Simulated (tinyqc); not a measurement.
## Permittivity and interface capacitance from two thicknesses

Question. 1/C = t/(eps0 ek) + 2/ci for planar capacitors that differ only in thickness. Find ek, ci and the EOT of the interfaces, 2 x 3.9 eps0/ci.

Constants: eps0 = 8.8541878128e-14 F/cm where lengths are in cm. Results are converted to the units shown.

C at t = 7.8 and 23 nm (uF/cm^2): 2.3761423  0.82013184

Answer. 1/C is a straight line in t: the slope gives ek and the intercept 2/ci. A single thickness would give only the effective permittivity; when the interfaces are a small part of 1/C, ci needs very accurate data.

ek = 21.5
ci = 180 uF/cm^2
EOT of the interfaces = 0.0384 nm

Program tinyqc, `OMP_NUM_THREADS=1 python tinyqc.py 2102096 2102097 out.jsonl`; Intel Xeon 2.30GHz, shared host, one thread, about 0.01 s.
